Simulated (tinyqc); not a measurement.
Inside a calculation. Method: tight binding, honeycomb lattice. One step of it, computed by the program tinyqc.

Question. Bloch Hamiltonian at K. H_AB = -t1 (1 + exp(-i k.a1) + exp(-i k.a2)); H_AA = delta - 2 t2 sum cos(k.b + phi), H_BB = -delta - 2 t2 sum cos(k.b - phi), b = a1, a2 - a1, -a2.

Parameters chosen for this model:
```
parameter     value                        unit
t1         0.950000                 eV, nearest
t2                0       eV, second neighbours
phi               0  rad, phase of t2 (Haldane)
delta             0          eV, +/- on A and B
```

k point K (fractions of the reciprocal vectors): [0.333333, 0.666667]

Give: H(k) at K.

Answer.

H(k) at K (eV), order A, B:
```
[[0.000, 0.000],
 [0.000, 0.000]]
```
